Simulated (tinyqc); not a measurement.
CIS and TDHF on RHF in the sto-3g basis, for H3+, spin multiplicity 1, step by step. Computed by tinyqc, a small Python program that keeps every step (integrals from PySCF). Settings: charge = 1, multiplicity = 1, basis = sto-3g, method = RHF, energy threshold = 1e-10, iteration cap = 72, orthogonalisation = canonical, start = atomic densities, DIIS depth = 6, TDHF = 1. Command: `OMP_NUM_THREADS=1 python tinyqc.py 30617 30618 out.jsonl` (the two numbers bound the seeds that draw the settings). One thread of a shared host (Intel(R) Xeon(R) Processor @ 2.60GHz), about 0.05 s of CPU time with the checks. The early iterations of the SCF are left out here.

## One-electron integrals

Geometry (angstrom):
```
atom       x       y       z
H     0.0000  0.0000  0.0000
H     0.0000  0.0000  0.8500
H     0.0000  0.8100  0.4250
```

Basis sto-3g: exponents (1/bohr^2) and contraction coefficients of normalised primitives:
```
element  l (shell)  exponent  coefficient
H            s (1)    3.4253       0.1543
H            s (1)    0.6239       0.5353
H            s (1)    0.1689       0.4446
```

Overlap, kinetic and nuclear-attraction integrals over the contracted functions; the nuclear repulsion is the sum of Za Zb / Rab.

nuclear repulsion = 1.779578 hartree

overlap S, order 1H 1s, 2H 1s, 3H 1s:
$$\begin{pmatrix}
1.0000 & 0.5887 & 0.5480 \\
0.5887 & 1.0000 & 0.5480 \\
0.5480 & 0.5480 & 1.0000
\end{pmatrix}$$

kinetic energy T (hartree), order 1H 1s, 2H 1s, 3H 1s:
$$\begin{pmatrix}
0.7600 & 0.1766 & 0.1460 \\
0.1766 & 0.7600 & 0.1460 \\
0.1460 & 0.1460 & 0.7600
\end{pmatrix}$$

nuclear attraction V (hartree), order 1H 1s, 2H 1s, 3H 1s:
$$\begin{pmatrix}
-2.3684 & -1.3569 & -1.2478 \\
-1.3569 & -2.3684 & -1.2478 \\
-1.2478 & -1.2478 & -2.3339
\end{pmatrix}$$

core Hamiltonian H = T + V (hartree), order 1H 1s, 2H 1s, 3H 1s:
$$\begin{pmatrix}
-1.6084 & -1.1802 & -1.1017 \\
-1.1802 & -1.6084 & -1.1017 \\
-1.1017 & -1.1017 & -1.5739
\end{pmatrix}$$

## Two-electron integrals

Functions are numbered as in S; the eight-fold symmetry (ij|kl) = (ji|kl) = (kl|ij) leaves the list below.

Two-electron integrals (ij|kl) in chemists' order, unique and non-zero (hartree):
```
(11|11) 0.7746   (21|11) 0.3839   (21|21) 0.2305   (22|11) 0.5295
(22|21) 0.3839   (22|22) 0.7746   (31|11) 0.3505   (31|21) 0.1939
(31|22) 0.2952   (31|31) 0.1965   (32|11) 0.2952   (32|21) 0.1939
(32|22) 0.3505   (32|31) 0.1813   (32|32) 0.1965   (33|11) 0.5067
(33|21) 0.3084   (33|22) 0.5067   (33|31) 0.3505   (33|32) 0.3505
(33|33) 0.7746
```

## Orthogonalisation

S = U s U^T; canonical form X = U s^(-1/2), so that X^T S X = 1. Each column of U has its largest component positive (the first on a tie).

eigenvalues of S: [0.4113, 0.4653, 2.1234]

X, order 1H 1s, 2H 1s, 3H 1s:
$$\begin{pmatrix}
1.1026 & -0.5887 & 0.3994 \\
-1.1026 & -0.5887 & 0.3994 \\
0.0000 & 1.2067 & 0.3897
\end{pmatrix}$$

## Iteration 9 (converged): orbitals

converged F (hartree), order 1H 1s, 2H 1s, 3H 1s:
$$\begin{pmatrix}
-0.8738 & -0.8774 & -0.8335 \\
-0.8774 & -0.8738 & -0.8335 \\
-0.8335 & -0.8335 & -0.8378
\end{pmatrix}$$

Diagonalise F' = X^T F X, C = X C', fill 1 alpha and 1 beta electrons from the bottom; D = 2 C_occ C_occ^T. Each column has its largest component positive (the first on a tie).

F' = X^T F X (hartree):
$$\begin{pmatrix}
0.0088 & 0.0000 & 0.0000 \\
0.0000 & -0.0654 & 0.0085 \\
0.0000 & 0.0085 & -1.2049
\end{pmatrix}$$

orbital energies (hartree): MO1 -1.2050, MO2 -0.0653, MO3 0.0088

coefficients C, order 1H 1s, 2H 1s, 3H 1s:
$$\begin{pmatrix}
0.4038 & -0.5857 & 1.1026 \\
0.4038 & -0.5857 & -1.1026 \\
0.3807 & 1.2096 & 0.0000
\end{pmatrix}$$

D after iteration 9, order 1H 1s, 2H 1s, 3H 1s:
$$\begin{pmatrix}
0.3261 & 0.3261 & 0.3074 \\
0.3261 & 0.3261 & 0.3074 \\
0.3074 & 0.3074 & 0.2899
\end{pmatrix}$$

## Convergence

Stop when the energy changes by less than 1e-10 hartree and every element of the error matrix X^T (F D S - S D F) X is below 3e-06.

Course of the cycle:
```
iteration  E (hartree)     change  largest element of the error matrix
1            -0.696749          -                             1.43e-02
2            -1.240312  -5.44e-01                             2.49e-03
3            -1.240315  -2.96e-06                             6.21e-04
4            -1.240315  -1.07e-07                             4.18e-04
5            -1.240315  -3.50e-08                             3.25e-04
6            -1.240315  -1.66e-08                             2.71e-04
7            -1.240315  -9.43e-09                             2.34e-04
8            -1.240315  -2.78e-08                             5.78e-08
9            -1.240315  -1.78e-15                             4.09e-09
```

PySCF RHF in the same basis = -1.240315 hartree

Converged in 9 iterations.

## Integrals over molecular orbitals

(pq|rs) = sum C_ip C_jq C_kr C_ls (ij|kl), one index at a time.

one-electron integrals over orbitals h = C^T H C (hartree):
$$\begin{pmatrix}
-1.8149 & 0.0093 & 0.0000 \\
0.0093 & -1.0938 & 0.0000 \\
0.0000 & 0.0000 & -1.0409
\end{pmatrix}$$

Two-electron integrals over orbitals (pq|rs), unique and non-zero (hartree):
```
(11|11) 0.6100    (21|11) -0.0093   (21|21) 0.1435    (22|11) 0.5860
(22|21) 0.0913    (22|22) 0.6730    (31|31) 0.1439    (32|31) -0.0882
(32|32) 0.0680    (33|11) 0.5968    (33|21) -0.0964   (33|22) 0.5206
(33|33) 0.6780
```

## CIS matrix, singlets

A(ia,jb) = (e_a - e_i) d_ij d_ab + 2 (ia|jb) - (ij|ab).

CIS matrix A, singlet (hartree), order 1>2, 1>3:
$$\begin{pmatrix}
0.8407 & 0.0000 \\
0.0000 & 0.9047
\end{pmatrix}$$

## CIS singlet states

dipole integrals <i|r|a> (bohr), order 1>2, 1>3:
$$\begin{pmatrix}
0.0000 & 0.9275 & 0.0000 \\
0.0000 & 0.0000 & -0.8999
\end{pmatrix}$$

Diagonalise A (1 hartree = 27.211386 eV); each vector has its largest component positive (the first on a tie). The transition dipole is mu = sqrt2 sum c_ia <i|r|a>.

singlet excitation energies (eV): [22.8753, 24.6180]

lowest vectors, order 1>2, 1>3:
$$\begin{pmatrix}
1.0000 & 0.0000 \\
0.0000 & 1.0000
\end{pmatrix}$$

oscillator strengths 2/3 w |mu|^2: [0.9643, 0.9768]

## TDHF (RPA) singlet states

B(ia,jb) = 2 (ia|jb) - (ib|ja); the squared energies are the eigenvalues of (A - B)(A + B); 1 hartree = 27.211386 eV.

TDHF matrix B, singlet (hartree), order 1>2, 1>3:
$$\begin{pmatrix}
0.1435 & 0.0000 \\
0.0000 & 0.1439
\end{pmatrix}$$

squared energies w^2 (hartree^2): [0.6861, 0.7978]

TDHF energies from the positive w^2 (eV): [22.5395, 24.3048]

## CIS matrix, triplets

A(ia,jb) = (e_a - e_i) d_ij d_ab - (ij|ab).

CIS matrix A, triplet (hartree), order 1>2, 1>3:
$$\begin{pmatrix}
0.5536 & 0.0000 \\
0.0000 & 0.6170
\end{pmatrix}$$

## CIS triplet states

Diagonalise A (1 hartree = 27.211386 eV); each vector has its largest component positive (the first on a tie).

triplet excitation energies (eV): [15.0650, 16.7889]

lowest vectors, order 1>2, 1>3:
$$\begin{pmatrix}
1.0000 & 0.0000 \\
0.0000 & 1.0000
\end{pmatrix}$$

## TDHF (RPA) triplet states

B(ia,jb) = - (ib|ja); the squared energies are the eigenvalues of (A - B)(A + B); 1 hartree = 27.211386 eV.

TDHF matrix B, triplet (hartree), order 1>2, 1>3:
$$\begin{pmatrix}
-0.1435 & 0.0000 \\
0.0000 & -0.1439
\end{pmatrix}$$

squared energies w^2 (hartree^2): [0.2859, 0.3600]

TDHF energies from the positive w^2 (eV): [14.5501, 16.3262]
